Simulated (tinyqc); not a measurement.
Stretching all distances: RHF, UHF, MP2, CISD and CCSD against full CI in the sto-3g basis, for H6, spin multiplicity 1. Computed by the program tinyqc with PySCF. All coordinates are multiplied by the scale. c0^2 is the weight of the RHF determinant in the lowest singlet FCI state (UHF is spin-contaminated and may lie near states of higher spin) and n(LUMO) the first natural occupation beyond the occupied space.

Geometry (angstrom):
```
atom       x       y       z
H     0.0000  0.0000  0.0000
H     0.0000  0.0000  0.7140
H     0.0000  0.0000  1.7280
H     0.0000  0.0000  2.4420
H     0.0000  0.0000  3.4560
H     0.0000  0.0000  4.1700
```

Full CI energy (hartree) and errors against it (kcal/mol):
```
scale   distance 1-2 (angstrom)     E(FCI)       RHF      UHF      MP2     CISD    CCSD  <S^2> UHF    c0^2  n(LUMO)
0.8600                   0.6140  -3.163621   29.3300  29.3300   8.1440   0.3649  0.0474     0.0000  0.9784   0.0254
1.0900                   0.7783  -3.334263   40.8074  40.8074  13.5189   0.9832  0.0809     0.0000  0.9600   0.0425
1.3200                   0.9425  -3.310496   56.8224  56.8224  21.4742   2.4516  0.1468     0.0000  0.9293   0.0683
1.5600                   1.1138  -3.217666   80.0759  80.0759  33.5072   5.8473  0.2501     0.0000  0.8775   0.1097
1.7900                   1.2781  -3.114941  109.9046  90.9619  49.3544  12.2884  0.3595     1.0910  0.8035   0.1684
2.0200                   1.4423  -3.021481  147.4708  79.3899  69.3771  23.3143  0.4361     1.8594  0.7061   0.2479
2.2500                   1.6065  -2.946842  191.7572  59.4835  92.2706  39.6514  0.4349     2.3417  0.5952   0.3446
```

What does the comparison show, and why?

UHF parts from RHF first at scale 1.79 of those listed, where <S^2> leaves zero. The weight c0^2 goes from 0.98 to 0.60 and n(LUMO) from 0.03 to 0.34: static correlation grows as the bonds break into open-shell fragments. The spread of the error along the curve, which distorts its shape, is CCSD 0.4, CISD 39.3, UHF 61.6, MP2 84.1, RHF 162.4 kcal/mol.
